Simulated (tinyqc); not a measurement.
# Haynes-Shockley experiment: drift, diffusion and decay of a minority-carrier pulse, step by step

A worked calculation. Computed by tinyqc, a small Python program that keeps every step. Command: `OMP_NUM_THREADS=1 python tinyqc.py 3110759 3110760 out.jsonl haynes walk`. One thread of a shared host (Intel(R) Xeon(R) Processor @ 2.30GHz), about 0.01 s of CPU time with the checks. Intermediate numbers are printed to about 6 digits and carried at full precision; extremes and crossings named in words are read from the listed rows.

A thin sheet of excess carriers is made at x = 0, t = 0 in a long uniform bar; injection is low, so the pulse moves with the minority mobility.

Inputs (values chosen for the exercise, modelled on electrons in p-type germanium in a lightly doped bar):
```
quantity                       value         unit
minority mobility mu            3960   cm^2/(V s)
lifetime tau                     190  microsecond
temperature T                    250            K
field F                           13         V/cm
distance d to the collector     0.59           cm
second distance d2               1.2           cm
injected sheet density N0    1.8e+10       1/cm^2
```

Constants: k_B = 8.617333262e-05 eV/K.

## Transport coefficients

D = mu k_B T/e, v = mu F. Transit time d/v, diffusion length sqrt(D tau), drift length v tau, Peclet number v d/D = e F d/(k_B T).

D = 85.3116 cm^2/s

drift velocity v = 51480 cm/s

transit time d/v = 11.4608 microsecond

diffusion length = 1273.15 micrometre

drift length v tau = 9.7812 cm

Peclet number = 356.027

The pulse must travel 0.0603 drift lengths.

## The signal at the collector

dn(x, t) = N0/sqrt(4 pi D t) exp(-(x - v t)^2/(4 D t) - t/tau). At fixed x the signal peaks where d ln(dn)/dt = 0: a t^2 + t/2 - x^2/(4 D) = 0 with a = v^2/(4 D) + 1/tau. The full width at half maximum is found by solving dn(x, t) = peak/2 on both sides of the peak.

time of the peak t_p = 11.4248 microsecond

peak density = 1.53018e+11 1/cm^3

width at half maximum = 2.01803 microsecond

The peak comes 0.31 % before d/v, since spreading and recombination both weaken the later part of the pulse.

## Shape in time

Times are 0.7, 0.8, 0.9, 0.95, 1, 1.05, 1.1, 1.2 and 1.4 t_p.

Signal at d:
```
t/t_p  t (microsecond)  dn (1/cm^3)      dn/peak
0.70            7.9973  1.62722e+06  1.06341e-05
0.80            9.1398  1.78206e+09  1.16461e-02
0.90           10.2823  5.68922e+10  3.71800e-01
0.95           10.8535  1.21054e+11  7.91109e-01
1.00           11.4248  1.53018e+11  1.00000e+00
1.05           11.9960  1.23788e+11  8.08978e-01
1.10           12.5672  6.81152e+10  4.45144e-01
1.20           13.7097  7.87078e+09  5.14369e-02
1.40           15.9947  5.84642e+06  3.82073e-05
```

At 0.9 and 1.1 t_p the signal is 0.372 and 0.445 of its peak: the trailing side is the wider one.

## Simple reading of the pulse

With w the full width at half maximum: mu = d/(F t_p); D = (w d)^2/(16 ln2 t_p^3); Einstein ratio D/mu against k_B T/e.

apparent mobility = 3972.48 cm^2/(V s)

apparent D = 85.7183 cm^2/s

apparent D/mu = 21.5780 mV

error of mu = 0.315151 %

error of D = 0.476683 %

The true k_B T/e is 21.54 mV.

## Two distances

Differences remove part of the bias: mu = (d2 - d)/(F (t_p2 - t_p)). The time-integrated signal is A(x) = (N0/u) exp(x (v - u)/(2 D)), u = sqrt(v^2 + 4 D/tau); the simple lifetime is tau = (t_p2 - t_p)/ln(A(d)/A(d2)).

t_p2 = 23.2700 microsecond

mobility from two distances = 3961.35 cm^2/(V s)

area ratio A(d)/A(d2) = 1.06434

lifetime from areas = 189.967 microsecond

Errors: mobility +0.03 % (one distance +0.32 %), lifetime -0.02 %.

## How the errors depend on the field

With w that width: mu = d/(F t_p); D = (w d)^2/(16 ln2 t_p^3). The field is scaled by the factors listed.

Errors of the simple reading:
```
factor  F (V/cm)    v d/D  v^2 tau/(4 D)  error of mu (%)  error of D (%)
0.5          6.5   178.01          368.9         0.698780        0.954949
0.7          9.1   249.22          723.0         0.471188        0.681517
1.0         13.0   356.03         1475.6         0.315151        0.476683
1.5         19.5   534.04         3320.1         0.202486        0.317565
2.5         32.5   890.07         9222.4         0.117836        0.190421
4.0         52.0  1424.11        23609.3         0.072362        0.118969
7.0         91.0  2492.19        72303.4         0.040825        0.067964
```

The error of mu falls from 0.699 to 0.0408 %. For large v d/D it is about D/(v d) + 2 D/(v^2 tau), here 0.0408 % in the last row: one part from spreading, one from recombination.

Checks made by the program: area of the signal against its closed form (relative difference below 1e-10).
